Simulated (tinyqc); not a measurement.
MOS inversion layer, Poisson-Schroedinger loop: one step of the calculation.

Electrons confined at an insulator interface at z = 0, treated as a hard wall; parabolic valleys, Hartree approximation, no image or exchange terms. The depletion charge lies far deeper than the electrons and gives a uniform field q Nd/(eps0 eps_r); the gate balances all charge. Energies are counted from the band edge at the interface.

Question. Levels and probability densities. Tridiagonal Hamiltonian with psi = 0 one step beyond both ends: H_ii = C (1/m_(i-1/2) + 1/m_(i+1/2))/hz^2 + V0_i + U_i (+ dE for the set B), H_(i,i+1) = -C/(m_(i+1/2) hz^2), C = hbar^2/(2 m0). The lowest 2 level(s) of each valley set are kept, normalised to hz sum |psi|^2 = 1. The mass is the same on all intervals.

Parameters, values chosen for the exercise; masses and permittivity close to those of germanium (111): mass along z of valley set A (1 valley(s)) mz1 = 1.61 m0; mass along z of valley set B (3 valley(s)) mz2 = 0.0908 m0; extra shift of set B (strain) dE = 0.08 eV; mesh step hz = 1 nm.

Constants: q = 1.602176634e-19 C, hbar = 1.054571817e-34 J s, m0 = 9.1093837015e-31 kg, hbar^2/(2 m0) = 0.0380998212 eV nm^2. Results are converted to the units shown.

```
node	fixed potential V0 (eV)	U after round 1 (eV)
1	0.03821331	0.010227681
2	0.07642663	0.013795624
3	0.11463994	0.014574439
4	0.15285326	0.014667737
5	0.19106657	0.014686144
6	0.22927989	0.014693119
7	0.26749320	0.014695738
8	0.30570651	0.014696614
9	0.34391983	0.014696877
10	0.38213314	0.014696950
11	0.42034646	0.014696968
12	0.45855977	0.014696972
13	0.49677308	0.014696973
14	0.53498640	0.014696973
15	0.57319971	0.014696973
```

Find: levels; |psi|^2 of A1; |psi|^2 of A2; |psi|^2 of B1; |psi|^2 of B2.

Answer.

levels (eV): A1 0.08393, A2 0.13521, B1 0.29110, B2 0.43651

```
node	|psi|^2 of A1 (1/nm)	|psi|^2 of A2 (1/nm)	|psi|^2 of B1 (1/nm)	|psi|^2 of B2 (1/nm)
1	0.78791	0.18951	0.08546	0.07931
2	0.19739	0.52628	0.22217	0.12708
3	0.01420	0.25729	0.26479	0.04207
4	0.00049	0.02579	0.20921	0.00329
5	0.00001	0.00111	0.12440	0.08644
6	0.00000	0.00003	0.05931	0.18064
7	0.00000	0.00000	0.02354	0.19540
8	0.00000	0.00000	0.00798	0.14499
9	0.00000	0.00000	0.00235	0.08222
10	0.00000	0.00000	0.00061	0.03769
11	0.00000	0.00000	0.00014	0.01445
12	0.00000	0.00000	0.00003	0.00473
13	0.00000	0.00000	0.00001	0.00133
14	0.00000	0.00000	0.00000	0.00031
15	0.00000	0.00000	0.00000	0.00005
```

Program tinyqc, `OMP_NUM_THREADS=1 python tinyqc.py 2160031 2160032 out.jsonl`; Intel Xeon 2.30GHz, shared host, one thread, about 0.7 s.
